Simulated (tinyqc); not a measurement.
Raising U: Hubbard chain of 6 sites, mean field against exact. Computed by the program tinyqc. Collinear unrestricted mean field (the lowest of 40 random starts) against exact diagonalisation.

one-body matrix (hopping and site energies) (eV):
```
         1        2        3        4        5        6
1   0.0000  -1.9900   0.0000   0.0000   0.0000   0.0000
2  -1.9900   0.0000  -1.9900   0.0000   0.0000   0.0000
3   0.0000  -1.9900   0.0000  -1.9900   0.0000   0.0000
4   0.0000   0.0000  -1.9900   0.0000  -1.9900   0.0000
5   0.0000   0.0000   0.0000  -1.9900   0.0000  -1.9900
6   0.0000   0.0000   0.0000   0.0000  -1.9900   0.0000
```

electrons, up and down: 3  3

Exact and mean-field results (eV):

| U | U/t | E exact | E mean field | mean \|n_up - n_down\| | double occupancy, exact | first gap in the sector |
|---|---|---|---|---|---|---|
| 0.9900 | 0.4975 | -12.490509 | -12.420958 | 0.0000 | 0.2266 | 1.5774 |
| 1.9900 | 1.0000 | -11.201497 | -10.920958 | 0.0000 | 0.2031 | 1.4128 |
| 3.9800 | 2.0000 | -9.047164 | -8.053578 | 0.4041 | 0.1584 | 1.1514 |
| 5.9700 | 3.0000 | -7.394974 | -6.031951 | 0.6726 | 0.1197 | 0.9517 |
| 7.9600 | 4.0000 | -6.154205 | -4.721162 | 0.8030 | 0.0896 | 0.7981 |
| 15.9200 | 8.0000 | -3.518517 | -2.456183 | 0.9485 | 0.0329 | 0.4607 |
| 23.8800 | 12.0000 | -2.418638 | -1.649090 | 0.9770 | 0.0160 | 0.3172 |
| 39.8000 | 20.0000 | -1.475565 | -0.993008 | 0.9917 | 0.0061 | 0.1937 |

Estimate the missing row, U = 11.94.

Computed row:
```
U           U/t    E exact  E mean field  mean |n_up - n_down|  double occupancy, exact  first gap in the sector
11.9400  6.0000  -4.510755     -3.242089                0.9093                   0.0522                   0.5891
```

In absolute terms mean field is worst at U/t = 4.0, 1.433 eV too high: at small U it is nearly exact, and at large U it misses only exchange-scale energies. Its local moments set in at U/t = 2.0 of those listed, a broken symmetry that the exact state of a finite cluster with equal spins does not have. Relative to the exact energy its error is 0.6 % at the smallest U, 33 % at most and 33 % at the largest. The double occupancy falls from 0.227 to 0.006; at the largest U the first gap is 0.49 times the exchange scale 4t^2/U.
